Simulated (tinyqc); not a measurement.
The phase diagram: regular and subregular solution with a miscibility gap. Computed by tinyqc, a small Python program. Command: `OMP_NUM_THREADS=1 python tinyqc.py 3023536 3023537 out.jsonl regsol walk`. One thread of a shared host (Intel(R) Xeon(R) Processor @ 2.30GHz), about 0.02 s of CPU time with the checks.

Per mole of mixing sites: G(x) = x (1 - x) [L0 + L1 (1 - 2x)] + R T [x ln x + (1 - x) ln(1 - x)], x the fraction of B.

Inputs (values chosen for the exercise, for a model alloy): interaction L0 = 39.6 kJ/mol; size misfit eta = d ln a/dx = 0.019; asymmetry L1 = -4.2 kJ/mol.

Source of L0: given.

Constants: R = 8.314462618 J/(mol K).

Method:
- L0 and eta are given.
- The spinodal is G'' = 0, R T_s(x) = x (1 - x) [2 L0 + 6 L1 (1 - 2x)]; the critical point is its maximum.
- G' = L0 (1 - 2x) + L1 (1 - 6x + 6x^2) + R T ln[x/(1 - x)]; G'' = -2 L0 - 6 L1 (1 - 2x) + R T/[x (1 - x)].
- Common tangent: F1 = G'(x1) - G'(x2) = 0 and F2 = [G - x G'](x1) - [G - x G'](x2) = 0. Newton step: J = [[G''(x1), -G''(x2)], [-x1 G''(x1), x2 G''(x2)]], J dx = -F; a step that would leave 0 < x < 1 is halved until it stays inside. The start is x1 = s0, x2 = 1 - s0.
- For this table each start is x_s1/6 and 1 - (1 - x_s2)/6. The dilute estimate of x1 is exp(-(L0 + L1)/(R T)).

critical temperature T_c = 2438.92 K

critical composition x_c = 0.574279

L0 = 39.6 kJ/mol

Binodal and spinodal:
```
T (K)  binodal x1  spinodal x_s1  spinodal x_s2  binodal x2  dilute estimate of x1
976      0.013921        0.15539        0.91082     0.99525               0.012749
1219     0.036407        0.19748        0.88358     0.98504               0.030418
1463     0.073009        0.24249        0.85296     0.96592               0.054464
1707      0.12605        0.29166        0.81770     0.93493               0.082560
1951      0.19996        0.34769        0.77514     0.88705                0.11278
2195      0.30667        0.41752        0.71836     0.80971                0.14375
2341      0.40527        0.47671        0.66681     0.73007                0.16223
```

What does the comparison show, and why?

The dilute estimate is 0.92 of x1 at the lowest T and 0.40 at the highest: it drops the pull of the other solutes and the impurity of the second phase. Near the top the binodal is 1.71 times as wide as the spinodal; the mean-field limit at T_c is sqrt(3) = 1.73. The gap is lopsided: at the lowest T, A dissolves 0.014 of B and B dissolves 0.0047 of A. Caution: a real alloy may melt or decompose below this critical temperature.

Extremes, crossings and ranges named in words are read from the listed rows.
